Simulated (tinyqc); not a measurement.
Worked calculation: competing polymorphs of an oxide film: bulk, surface, grain-boundary, dopant and field terms. Computed by tinyqc, a small Python program that keeps every step. Command: `OMP_NUM_THREADS=1 python tinyqc.py 3005387 3005388 out.jsonl polymorph walk`. One thread of a shared host (Intel(R) Xeon(R) Processor @ 2.30GHz), about 0.01 s of CPU time with the checks. Intermediate numbers are printed to about 6 digits and carried at full precision; extremes and crossings named in words are read from the listed rows.

Phases: monoclinic m (reference), polar orthorhombic o, tetragonal t. Free energies per formula unit (f.u.); 1 J/m^2 x angstrom^3/nm = 6.241509 meV.

Inputs (values chosen for the exercise, for a model oxide):
```
quantity                                    value               unit
energy of the polar phase o over m           59.5           meV/f.u.
energy of the tetragonal phase t over m       166           meV/f.u.
entropy of o over m                        0.0078       meV/(f.u. K)
entropy of t over m                         0.075       meV/(f.u. K)
surface energy of m                          3.53              J/m^2
surface energy of o                          3.17              J/m^2
surface energy of t                          3.03              J/m^2
grain-boundary energy over surface energy    0.76                  -
volume per formula unit Omega                34.6         angstrom^3
film thickness h                               20                 nm
grain radius R                                 23                 nm
temperature T                                 700                  K
dopant content x                              4.1                  %
shift of o per % of dopant                   -8.3           meV/f.u.
shift of t per % of dopant                    -18           meV/f.u.
polarisation of o                              51  microcoulomb/cm^2
field E                                       0.4              MV/cm
width sigma of ln R                          0.46                  -
interlayer thickness (SiO2)                   0.9                 nm
```

Geometry: columnar grains in a film.

permittivities of m, o, t: 22  28  45

## Bulk terms

Bulk term b = H - T S + (shift) x, zero for m. The undoped bulk turns from m to t at T = H_t/S_t.

b (meV/f.u.): m 0.00, o 20.01, t 39.70

bulk m-t temperature = 2213.33 K

## Free energies of the grain

Area per volume: A = 2/h + f_b/R (two free faces; the side wall 2/R is shared by two grains and carries f_b gamma); G = b + gamma Omega A.

area per volume A = 0.133043 1/nm

G less G(m) (meV/f.u.): m 0.0000, o 9.6666, t 25.3342

G(o) - G(m) = 9.66664 meV/f.u.

G(t) - G(o) = 15.6676 meV/f.u.

The lowest phase is m, by 9.7 meV/f.u. over o, as in the bulk terms. Caution: this is an equilibrium ranking; real films often keep the phase that nucleates first on cooling from t.

## Crossing points

With G = b + gamma Omega A (b the bulk free energy per formula unit, A the area per volume), two phases i, j cross at A_ij = (b_j - b_i)/(Omega (gamma_i - gamma_j)); o has a window only if A_mo < A_ot.

A_mo = 0.257382 1/nm

A_ot = 0.651256 1/nm

A_mt = 0.367667 1/nm

o is lowest for A between 0.257 and 0.651 1/nm, m below and t above.

## Phase shares in a spread of grain sizes

Grain radii are log-normal by volume with median R and width sigma; the share with A above A* is that with radius below R*, R* = f_b/(A* - 2/h) (all grains if A* <= 2/h), share = (1/2) erfc[-ln(R*/R)/(sqrt 2 sigma)]. Effective permittivity of a layer of thickness h built of such grains, taken in parallel: sum of share x eps; EOT = interlayer + 3.9 h/eps.

volume shares: m 0.999655, o 0.000345, t 0.000000

share of o = 3.45454e-04

effective permittivity = 22.0021

equivalent oxide thickness = 4.44512 nm

One phase holds nearly all the volume.

## A field

The polar phase gains -P E Omega (1 microcoulomb/cm^2 x MV/cm x angstrom^3 = 0.006241509 meV); the dielectric term -(1/2) eps_0 (eps - 1) E^2 Omega is left out. Where t lies below o, o is reached at E_up = [G(o) - G(t)]/(P Omega), else 0.

gain P E Omega = 4.40551 meV/f.u.

G(t) - G(o) in the field = 20.0731 meV/f.u.

crossing field E_up = 0 MV/cm

o already lies below t. m lies lower than both at zero field, so this holds only while m is avoided.

## Thickness series

Bulk term b = H - T S + (shift) x, zero for m. The median radius is held at R.

Against thickness:
```
h (nm)  A at R (1/nm)   share m   share o  share t      eps  EOT (nm)
3            0.699710  0.000000  0.000000  1.00000  45.0000   1.16000
4            0.533043  0.000000  0.999528  0.00047  28.0080   1.45698
6            0.366377  0.000000  1.000000  0.00000  28.0000   1.73571
8            0.283043  0.000561  0.999439  0.00000  27.9966   2.01442
11           0.214862  0.963925  0.036075  0.00000  22.2164   2.83100
15           0.166377  0.997985  0.002015  0.00000  22.0121   3.55763
22           0.123953  0.999780  0.000220  0.00000  22.0013   4.79977
35           0.090186  0.999955  0.000045  0.00000  22.0003   7.10447
```

From 3 to 35 nm the share of t goes from 1.00 to 0.00 and that of m from 0.00 to 1.00; the largest share of o is 1.00. A at the median radius runs from 0.700 down to 0.090 1/nm, against the crossings A_mo = 0.257, A_ot = 0.651 and A_mt = 0.368; the majority phase is t in the thinnest film and m in the thickest.

## Dopant series

The formulas are those given above.

Against dopant content:
```
x (%)  A_mo (1/nm)  A_ot (1/nm)   share m    share o  share t
0.0       0.695100      1.96667  1.000000  0.0000000  0.00000
1.0       0.588339      1.64584  1.000000  0.0000000  0.00000
2.0       0.481579      1.32500  1.000000  0.0000001  0.00000
3.0       0.374819      1.00417  0.999998  0.0000021  0.00000
4.0       0.268058      0.68334  0.999797  0.0002032  0.00000
5.0       0.161298      0.36251  0.910415  0.0895816  0.00000
6.5       0.001158     -0.11874  0.000000  0.0000000  1.00000
8.0      -0.158983     -0.59999  0.000000  0.0000000  1.00000
10.0     -0.372503     -1.24165  0.000000  0.0000000  1.00000
```

The dopant lowers t by 18 and o by 8.3 meV per %, so A_ot falls faster than A_mo. The share of o peaks at x = 5 % (0.09): a doping window between m and t. t holds the majority from x = 6.5 % on.

Checks made by the program: equal free energies at A_mt (relative difference below 1e-10).
